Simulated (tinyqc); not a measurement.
From results back to parameters: ellipsoidal valleys in the axes of a wafer and a channel. Three cases, with inputs chosen for the exercise.

Problem. A valley whose axis makes az^2 = 0.111111 with the surface normal has 1/mz = az^2/ml + (1 - az^2)/mt and mz md^2 = ml mt^2. Its confinement and density-of-states masses are given, and ml > mt.

Find: ml mt^2; mt; ml.

Method. Put ml = (mz md^2)/mt^2 into the first relation and solve for mt below (mz md^2)^(1/3), the value at which ml = mt; a scan of that range finds one root.

Case 1.

mz, md (m0): 0.0916798  0.3476608

Solution.

ml mt^2 = 0.011081
mt = 0.082 m0
ml = 1.648 m0

Case 2.

mz, md (m0): 0.0916602  0.3418466

Solution.

ml mt^2 = 0.010711
mt = 0.082 m0
ml = 1.593 m0

Case 3.

mz, md (m0): 0.0927841  0.3477779

Solution.

ml mt^2 = 0.011222
mt = 0.083 m0
ml = 1.629 m0

Computed by tinyqc, one run a case: `OMP_NUM_THREADS=1 python tinyqc.py N N+1 out.jsonl` with N = 1880406, 1880515, 1880653; one thread of a shared Intel(R) Xeon(R) Processor @ 2.30GHz, about 0.01 s a run at most.
